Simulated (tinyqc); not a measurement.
Kinetic Monte Carlo and master equation for a particle on a ring of sites with traps and bias: one step, computed by the program tinyqc. Command: `OMP_NUM_THREADS=1 python tinyqc.py 3008451 3008452 out.jsonl kmc walk`. One thread of a shared host (Intel(R) Xeon(R) Processor @ 2.30GHz), about 0.06 s of CPU time with the checks.

8 sites on a ring, numbered 1 to 8. The saddle between i and i+1 lies at E0 + s b_i and site i at s eps_i; a force F tilts the landscape, with the saddle half-way.

Question. Closed form at zero force. At zero force D0 = a^2 nu exp(-E0/(k_B T)) / [<exp(-s eps/(k_B T))> <exp(s b/(k_B T))>], with means over the ring; Einstein relation v = D0 F/(k_B T); 1 angstrom = 1e-8 cm.

Inputs (values chosen for the exercise, for a model defect): reference barrier E0 = 0.65 eV; scale factor s of the disorder = 1; attempt frequency nu = 1.7 THz; temperature T = 640 K; site spacing a = 3.7 angstrom; force F along the ring = 0.0018 eV/angstrom.

Disorder: random barriers.

site energies eps_i (eV): [0, 0, 0, 0, 0, 0, 0, 0]

saddle shifts b_i between sites i and i+1 (eV): [0.022, 0.0095, -0.054, -0.031, -0.082, 0.024, 0.024, 0.037]

Constants: k_B = 8.617333262e-05 eV/K.

Give: zero-force diffusivity D0; D0 over the value without disorder; Einstein drift.

Answer.

zero-force diffusivity D0 = 1.593e-08 cm^2/s

D0 over the value without disorder = 0.8992

Einstein drift = 0.05199 cm/s
